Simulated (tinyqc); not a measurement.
# From hyperfine ratio A/A_0 back to shear deformation potential Xi_u

Model: valley-orbit splitting of a donor ground state, with strain. Computed by tinyqc, a small Python program. Command: `OMP_NUM_THREADS=1 python tinyqc.py 3002629 3002630 out.jsonl valleyorbit inv`. One thread of a shared host (Intel(R) Xeon(R) Processor @ 2.30GHz), about 0.01 s of CPU time with the checks.

The basis is the 1s envelope in each valley; energies are counted from the unstrained conduction-band edge. The strain is e_s (a a^T - 1/3) for the unit stress axis a, so valley j along n_j moves by Xi_u e_s w_j with w_j = (n_j.a)^2 - 1/3: +1/3 for [111] and [-1-11], -1/3 for the others.

Inputs (values chosen for the exercise, modelled on donors in germanium):
```
quantity                             value  unit
single-valley binding energy E_0       9.7   meV
central-cell shift Lambda             0.73   meV
coupling Delta_1                      0.56   meV
shear strain e_s                  -0.00074     -
```

Valleys: four along <111>. Stress axis: [110].

Method. H_jj = -(E_0 + Lambda) + Xi_u e_s w_j; H_jk = -Delta_1 between any two valleys. Diagonalise H; the ground vector has positive components. The density at the nucleus, and so the contact hyperfine coupling, scales as (sum_j c_j)^2/(number of valleys), which is 1 without strain; the envelopes are held fixed.

Problem. A run gave the result below. Find the shear deformation potential Xi_u, known to lie between 9.7 and 23 eV.

hyperfine ratio A/A_0 = 0.6202837

Solution.

Each step takes the trial c = (a f_b - b f_a)/(f_b - f_a), f being the result less the target and a, b, c the logarithms of the listed values; c replaces end b, the old b replaces a if the sign of f changed, and otherwise f_a is halved.

Scan of the range:
```
shear deformation potential Xi_u (eV)  hyperfine ratio A/A_0
9.7                                                 0.711974
11.2                                                0.687853
12.9                                                0.666007
14.9                                                0.645750
17.2                                                0.627621
19.9                                                0.611225
23.0                                                0.596838
```

False position (Illinois rule, in the logarithm of the input) inside the bracket:
```
step    end a    end b    trial  hyperfine ratio A/A_0
1     17.2000  19.9000  18.3597               0.620038
2     17.2000  18.3597  18.2848               0.620502
3     18.3597  18.2848  18.3200               0.620284
4     18.2848  18.3200  18.3200               0.620284
```

Hyperfine ratio A/A_0 falls at every point of a 13-point scan of the range (every second point is shown), so one value fits; it is bracketed by 17.2 and 19.9. Answer: shear deformation potential Xi_u = 18.32 eV.
